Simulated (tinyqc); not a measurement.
Growth of a silicide layer between metal and silicon: linear-parabolic kinetics, ramp anneals and Kissinger analysis: one step, computed by the program tinyqc. Command: `OMP_NUM_THREADS=1 python tinyqc.py 3014555 3014556 out.jsonl silicide walk`. One thread of a shared host (Intel(R) Xeon(R) Processor @ 2.30GHz), about 0.2 s of CPU time with the checks.

One compound layer of thickness x grows by diffusion through itself and reaction at an interface, dx/dt = 1/(2x/K + 1/v), until the metal is used up at x = a h.

Problem. Ramp anneal. K = K0 exp(-E/(k_B T)), v = v0 exp(-E_v/(k_B T)). Temperatures in kelvin are T(C) + 273.15. Ramp from x = 0 at 100 C at the rate beta: dx/dT = (1/beta)/(2x/K + 1/v), integrated adaptively (tolerance 1e-9) until x = a h at T_f.

Inputs (values chosen for the exercise, modelled on CoSi):
```
quantity,value,unit
prefactor of the parabolic constant K,1.6e+14,nm^2/s
activation energy E of K,1.86,eV
prefactor of the interface velocity v,7.1e+13,nm/s
activation energy E_v,2.05,eV
ramp rate beta,0.5,C/s
```

final thickness = 10.908 nm

Constants: k_B = 8.617333262e-05 eV/K.

Give: completion temperature T_f.

Solution.

completion temperature T_f = 447.1 C
